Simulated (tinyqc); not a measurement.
# Density and mobility of a removed layer (differential Hall)

Question. For layers in parallel the sheet conductance g = 1/Rs and the product g mu_H (mu_H signed, unit Hall factors) are additive. Find the sheet density and mobility of the layer that was removed, and its share of the conductance.

Constants: q = 1.602176634e-19 C. Results are converted to the units shown.

Rs before and after removing the top layer (ohm/square): [1377.8166, 1668.8527]
apparent mobility before and after, signed (cm^2/(V s)): [-1802.5585, -2200]

Answer. The differences give g1 = q n mu and g1 mu = q n mu^2; their ratio is mu and g1^2/(q g1 mu) is n.

sheet density = 1.00e13 cm^-2
mobility = 79.0 cm^2/(V s)
share of the conductance = 17.4 %

Program tinyqc, `OMP_NUM_THREADS=1 python tinyqc.py 2850165 2850166 out.jsonl`; Intel Xeon 2.30GHz, shared host, one thread, about 0.01 s.
